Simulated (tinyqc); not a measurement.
RHF in the sto-3g basis, for H3+, spin multiplicity 1, step by step. One step of it, computed by the program tinyqc.

Question. Orthogonalisation. S = U s U^T; symmetric (Loewdin) form X = U s^(-1/2) U^T, so that X^T S X = 1.

overlap S, order 1H 1s, 2H 1s, 3H 1s:
```
[[1.000000, 0.645499, 0.645499],
 [0.645499, 1.000000, 0.248084],
 [0.645499, 0.248084, 1.000000]]
```

Give: eigenvalues of S; X.

Answer.

eigenvalues of S: [0.203, 0.752, 2.045]

X, order 1H 1s, 2H 1s, 3H 1s:
```
[[1.562, -0.533, -0.533],
 [-0.533, 1.255, 0.102],
 [-0.533, 0.102, 1.255]]
```
